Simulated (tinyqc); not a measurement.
UHF in the 6-31g basis, for H4+, spin multiplicity 2, step by step. One step of it, computed by the program tinyqc.

Problem. Orthogonalisation. S = U s U^T; canonical form X = U s^(-1/2), so that X^T S X = 1. Each column of U has its largest component positive (the first on a tie).

overlap S:
```
          1H 1s     1H 2s     2H 1s     2H 2s     3H 1s     3H 2s     4H 1s     4H 2s
1H 1s  1.000000  0.658292  0.036904  0.196484  0.000148  0.021162  0.000000  0.000113
1H 2s  0.658292  1.000000  0.196484  0.475811  0.021162  0.120274  0.000113  0.004670
2H 1s  0.036904  0.196484  1.000000  0.658292  0.191226  0.370804  0.000149  0.021215
2H 2s  0.196484  0.475811  0.658292  1.000000  0.370804  0.703103  0.021215  0.120462
3H 1s  0.000148  0.021162  0.191226  0.370804  1.000000  0.658292  0.037045  0.196780
3H 2s  0.021162  0.120274  0.370804  0.703103  0.658292  1.000000  0.196780  0.476251
4H 1s  0.000000  0.000113  0.000149  0.021215  0.037045  0.196780  1.000000  0.658292
4H 2s  0.000113  0.004670  0.021215  0.120462  0.196780  0.476251  0.658292  1.000000
```

Give: eigenvalues of S; X.

Solution.

eigenvalues of S: 0.0826  0.2474  0.3383  0.4045  0.8761  1.4256  1.8041  2.8215

X:
```
             1        2        3        4        5        6        7       8
1H 1s  -0.2654  -0.6544   0.8100   0.5549   0.2864   0.4115   0.3333  0.0997
1H 2s   0.9124   0.9364  -0.7577  -0.3778   0.0409   0.3250   0.3615  0.1625
2H 1s   0.6534   0.5293   0.4000   0.7322  -0.6630  -0.2385   0.1185  0.2171
2H 2s  -2.1735  -0.6601  -0.2964  -0.4998  -0.2171  -0.1380   0.1467  0.3060
3H 1s  -0.6537   0.5286  -0.4006   0.7320   0.6633  -0.2381  -0.1183  0.2172
3H 2s   2.1744  -0.6594   0.2968  -0.4996   0.2171  -0.1377  -0.1466  0.3060
4H 1s   0.2653  -0.6546  -0.8098   0.5547  -0.2868   0.4115  -0.3331  0.0999
4H 2s  -0.9132   0.9367   0.7575  -0.3776  -0.0411   0.3250  -0.3612  0.1628
```
